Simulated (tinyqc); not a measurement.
# Double-gate transistor below threshold, two-dimensional Poisson equation on a small mesh: what changes with what

Half of a symmetric double-gate structure: row 0 is the mid-plane of the body, where the normal field vanishes. Mobile charge is neglected (subthreshold), the body is fully depleted, and potentials are counted from the intrinsic level; rows run upward to the gate, columns from source to drain.

Inputs (values chosen for the exercise); semiconductor permittivity close to that of silicon:
- T = 325 K (temperature)
- eps_r = 11.5 (relative permittivity of the semiconductor)
- eox = 7.5 (relative permittivity of the insulator)
- tb = 8 nm (half the body thickness)
- tox = 2.9 nm (insulator thickness)
- L = 44 nm (channel length)
- Na = 0 cm^-3 (acceptor density of the depleted body)
- Vbi = 0.52 V (potential of the source)
- Vfb = -0.03 V (gate offset)
- Vg = 0 V (gate voltage)
- Vd = 0.5 V (drain voltage)

Constants: q = 1.602176634e-19 C, kB = 1.380649e-23 J/K, Vt = kB T/q, eps0 = 8.8541878128e-14 F/cm where lengths are in cm. Results are converted to the units shown.

Each table varies one quantity; the others keep the values above.

## Effect of the acceptor density of the depleted body

Mesh: rows i = 0..12 in the semiconductor (step hs = tb/12, row 12 on the interface), then 8 step(s) ho = tox/8 up to the gate row 20; columns j = 0..80 (step hy = L/80). Box integration, divided by eps0: up_i = eps hy/h of the interval above row i, dn_i = that of the interval below (0 for row 0), lat_i = (sum of eps h/2 over the intervals above and below)/hy, s_i = -q Na w_i hy/eps0 with w_i the semiconductor height of the box (hs/2 for row 0 and the interface row, hs between, 0 in the insulator). Each free node obeys (up + dn + 2 lat) psi = up psi(above) + dn psi(below) + lat [psi(left) + psi(right)] + s. Fixed values: gate row Vg - Vfb; column 0 at Vbi and the last column at Vbi + Vd in the semiconductor, each running linearly to Vg - Vfb across the insulator. The system is solved directly. On row 0 the minimum of psi and its place come from a parabola through the three lowest nodes; barrier = Vbi - minimum, swing = Vt ln 10/(d psi/dVg), DIBL = (d psi/dVd)/(d psi/dVg) there. Lambda = pi/k with k the smallest positive root of tan(k tox) tan(k tb) = eox/eps_r.

Effect of the acceptor density of the depleted body:
```
Na (cm^-3)  L/Lambda  barrier (V)  place y/L  swing (mV/decade)  DIBL (mV/V)
0              1.803       0.3930     0.4373              75.71        57.18
5e17           1.803       0.4395     0.4412              75.62        58.40
1e18           1.803       0.4860     0.4446              75.54        59.50
2e18           1.803       0.5791     0.4504              75.42        61.40
3e18           1.803       0.6724     0.4550              75.33        62.99
5e18           1.803       0.8591     0.4621              75.22        65.49
```

Read the table: what changes, and by how much?

As Na goes from 0 to 5e18 cm^-3, the barrier rises from 0.393 to 0.859 V, the swing falls from 75.7 to 75.2 mV a decade and DIBL rises from 57.2 to 65.5 mV/V; the ideal swing is 64.5. The barrier top moves from y/L = 0.437 to 0.462, towards the middle.

## Effect of the drain voltage

Same model as above.

Effect of the drain voltage:
```
Vd (V)  L/Lambda  barrier (V)  place y/L  swing (mV/decade)  DIBL (mV/V)
0.05       1.803       0.4183     0.4913              74.95        77.12
0.25       1.803       0.4061     0.4632              75.20        65.91
0.45       1.803       0.3955     0.4419              75.60        58.63
0.65       1.803       0.3859     0.4246              76.07        53.43
0.85       1.803       0.3773     0.4102              76.57        49.47
1.05       1.803       0.3692     0.3977              77.08        46.34
```

Read the table: what changes, and by how much?

As Vd goes from 0.05 to 1.05 V, the barrier falls from 0.418 to 0.369 V, the swing rises from 74.9 to 77.1 mV a decade and DIBL falls from 77.1 to 46.3 mV/V; the ideal swing is 64.5. The barrier top moves from y/L = 0.491 to 0.398, towards the source.

## Refining the mesh

The mesh has 2 c steps in the semiconductor (rows from 0 up to the interface), c steps in the insulator and 8 c along the channel, each uniform. The system is solved directly; psi is read on row 0 at mid-channel.

Refining the mesh:
```
c   unknowns  psi at mid-channel (V)  d psi/dVg
1         21                  0.1419     0.8488
2         90                  0.1353     0.8577
3        207                  0.1341     0.8594
4        372                  0.1336     0.8600
6        846                  0.1333     0.8604
8       1512                  0.1332     0.8605
12      3420                  0.1331     0.8606
```

What does the comparison show?

psi at mid-channel goes from 0.1419 V on the coarsest mesh to 0.1331 V on the finest, a difference of 8.7 mV. d psi/dVg changes by 0.0089 from c = 1 to 2, by 0.0023 from 2 to 4 and by 5.7e-4 from 4 to 8, a ratio of 4.0 between the last two, near the 4 of a second-order scheme.

Numbers from tinyqc (`OMP_NUM_THREADS=1 python tinyqc.py 2480156 2480157 out.jsonl`; about 0.1 s on one thread of a shared Intel Xeon 2.30GHz).
